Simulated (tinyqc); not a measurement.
# Trench capacitor in an array: capacitance, non-linearity, leakage and relaxation: charge lost after writing

A film between two metal electrodes, each interface adding a series capacitance ci. The small-signal permittivity is ek (1 + aq E^2); the field is found with the linear permittivity. Leakage J = J0 sinh(E/Ef). After a voltage step the film passes a relaxation current kr C V tt^(-nr), tt being the time in seconds. The sidewall is a coaxial capacitor with radii a = dm/2 - t and b = dm/2, depth AR dm; the end face is left out.

Planar film: Cf = eps0 ek/t, 1/C = 1/Cf + 2/ci, EOT = 3.9 eps0/C, effective permittivity C t/eps0, E = (V/t) C/Cf. A capacitor written for t0 and then left open loses, as a share of C V, kr (tt^(1 - nr) - t0^(1 - nr))/(1 - nr) by relaxation and J tt/(C V) by leakage; both are taken as small, and rows far outside that range are left out.

Inputs (values chosen for the exercise); permittivity of the order of that of titanium dioxide: relative permittivity of the film ek = 86.2; film thickness t = 4.5 nm; capacitance of each electrode interface (dead layer and screening) ci = 1000 uF/cm^2; quadratic field coefficient of the permittivity aq = 0.022 cm^2/MV^2; bias V = 0.9 V; exponent of the relaxation current nr = 0.989; strength of the relaxation kr = 0.00034; leakage prefactor J0 = 1e-10 A/cm^2; field for an e-fold rise of the leakage Ef = 0.29 MV/cm; duration of the write pulse t0 = 2e-8 s.

Constants: eps0 = 8.8541878128e-14 F/cm where lengths are in cm. Results are converted to the units shown.

The same in every row: leakage current (nA/cm^2) = 39.43.

Charge lost after writing:
```
tt (s)	relaxation current (nA/cm^2)	loss by relaxation (%)	loss by leakage (%)	total loss (%)
1e-6	4.312e6	0.1118	2.671e-7	0.1118
1e-5	4.423e5	0.1799	2.671e-6	0.1799
0.0001	4.536e4	0.2498	2.671e-5	0.2498
0.001	4652	0.3214	2.671e-4	0.3217
0.01	477.2	0.3949	0.002671	0.3976
0.1	48.94	0.4703	0.02671	0.4970
1	5.020	0.5476	0.2671	0.8147
10	0.5148	0.6269	2.671	3.298
```

Read the table: what changes, and by how much?

The two currents are equal at tt = 0.124 s. The loss by relaxation grows from 0.112 to 0.627 %, by 0.0681 points over the first decade and 0.0793 over the last, while the loss by leakage grows tenfold a decade. Leakage is the larger loss for tt = 10 s. For tt = 10 the falling voltage would already cut the leakage, so the linear estimate overstates the loss.

tinyqc, about 0.01 s, one thread, Intel Xeon 2.30GHz (shared host): `OMP_NUM_THREADS=1 python tinyqc.py 2102088 2102089 out.jsonl`
